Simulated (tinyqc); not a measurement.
A finite superlattice with mass mismatch, transfer matrices: two steps of the calculation.

One electron of energy E comes from the left lead (band edge 0); no transverse momentum. Parabolic bands, masses in units of m0, C = hbar^2/(2 m0); psi and psi'/m are continuous at every interface. N periods of a barrier d1 followed by a well Lw; the right lead equals the left one.

Values chosen for this exercise:

| symbol | value | unit | meaning |
|---|---|---|---|
| N | 6 |  | number of periods |

Problem 1. Product of the matrices. The matrix of the later layer stands to the left: M = M_n ... M_2 M_1; det M = 1.

M of layer 1:
```
           1           2
1  1.1557089  0.19587270
2  1.7136800   1.1557089
```

M of layer 2:
```
            1             2
1  0.77652640  -0.053958832
2   7.3575861    0.77652640
```

Find: M of one period.

Solution 1.

M of one period:
```
        1        2
1  0.8050  0.08974
2   9.834    2.339
```

Problem 2. N periods by the Chebyshev identity. x = (M11 + M22)/2 of one period. For |x| < 1 the energy lies in a miniband and cos(th) = x; for |x| > 1 it lies in a gap and cosh(g) = |x|. M^N = U_(N-1)(x) M - U_(N-2)(x) 1, with U_n = sin((n + 1) th)/sin th in a band and sign(x)^n sinh((n + 1) g)/sinh g in a gap.

M of one period:
```
            1            2
1  0.80497032  0.089739619
2   9.8339457    2.3385888
```

Find: x; g; U_(N-1); U_(N-2); M^N.

Solution 2.

x = 1.572
g = 1.024
U_(N-1) = 192.2
U_(N-2) = 69.01

M^N:
```
       1      2
1  85.67  17.24
2   1890  380.4
```

The energy lies in a gap: for large N each further period divides T(E) by exp(2 g) = 7.75.

Program tinyqc, `OMP_NUM_THREADS=1 python tinyqc.py 2560008 2560009 out.jsonl`; Intel Xeon 2.30GHz, shared host, one thread, about 0.01 s.
